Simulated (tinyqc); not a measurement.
Changing the interaction L of the melt: solid solubility of a dopant against its melt (retrograde solidus), clustering and the electrically active fraction. Computed by tinyqc, a small Python program. Command: `OMP_NUM_THREADS=1 python tinyqc.py 3002466 3002467 out.jsonl retro sweep`. One thread of a shared host (Intel(R) Xeon(R) Processor @ 2.30GHz), about 0.01 s of CPU time with the checks.

Inputs (values chosen for the exercise, of the order of those of aluminium in silicon for the solubility): melting point of the host T_m = 1687 K; heat of melting of the host H_f = 50.2 kJ/mol; enthalpy of transfer from melt to solid H = 0.595 eV; entropy of transfer S = -1.63 k_B; site density N0 = 5e+22 1/cm^3; temperature T = 1200 K.

Constants: R = 8.314462618 J/(mol K); k_B = 8.617333262e-05 eV/K; e = 1.602176634e-19 C; N_A = 6.02214076e+23 1/mol.

Method. x_l and x_s are atom fractions of the dopant in melt and solid; the solid is dilute. Liquidus of the host: R T ln(1 - x_l) + L x_l^2 = -H_f (1 - T/T_m). Distribution: k = x_s/x_l = exp[L (1 - x_l)^2/(R T)] exp(S/k_B - H/(k_B T)), the first factor being the activity coefficient in the melt. Solubility = x_s N0; at T_m x_l = 0. The largest x_s N0 between 900 K and T_m. For an ideal melt with constant heats the maximum has x_l = H_f/(H + H_f), H in the same units.

One run for each value; columns: (1) interaction L of the melt (kJ/mol); (2) x_l; (3) distribution coefficient k; (4) solubility (1/cm^3); (5) temperature of the maximum (K):
```
(1)         (2)         (3)         (4)     (5)
-25.00  0.52866  3.5600e-04  9.4101e+18  1346.8
-19.70  0.56273  4.2585e-04  1.1982e+19  1360.8
-14.40  0.60390  4.9530e-04  1.4956e+19  1377.2
-9.14   0.65383  5.5659e-04  1.8196e+19  1396.0
-3.86   0.71485  6.0193e-04  2.1515e+19  1417.5
1.43    0.78582  6.2527e-04  2.4567e+19  1442.0
6.71    0.85725  6.2974e-04  2.6992e+19  1469.3
12.00   0.91440  6.2667e-04  2.8651e+19  1499.8
```

Over the rows, x_l rises from 0.529 to 0.914; distribution coefficient k goes from 3.56e-4 through a maximum among these rows, 6.30e-4 at 6.71, to 6.27e-4; solubility (1/cm^3) rises from 9.41e18 to 2.87e19. A melt that binds the dopant (L < 0) lowers its activity and so the solubility in the solid.

Extremes, crossings and ranges named in words are read from the listed rows.
